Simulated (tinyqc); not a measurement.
Worked calculation: coherent transport through a tight-binding region between two chains. One step of it, computed by the program tinyqc.

Problem. Transmission at E = 0.33 eV. Surface Green function g = (E - i sqrt(4 t^2 - E^2)) / (2 t^2); self-energy tc^2 g on each contact site; G = (E - H - Sigma)^(-1); Gamma = -2 Im Sigma; T = Gamma_L Gamma_R |G_LR|^2; local density of states -Im G_ii / pi.

H of the central region (eV):
```
[[0.000000, -1.670000],
 [-1.670000, 0.000000]]
```

Leads: semi-infinite chains with site energy 0:
```
parameter                           value
lead hopping t (eV)              1.930000
coupling to the left lead (eV)   0.530000
coupling to the right lead (eV)  0.860000
left contact site                       1
right contact site                      2
```

E = 0.330000 eV

Give: g; G; local density of states; transmission.

Solution.

g = 0.044-0.516i 1/eV

G (1/eV):
```
[[-0.099-0.145i, 0.605+0.036i],
 [0.605+0.036i, -0.112-0.059i]]
```

local density of states (1/eV): [0.046, 0.019]

transmission = 0.081
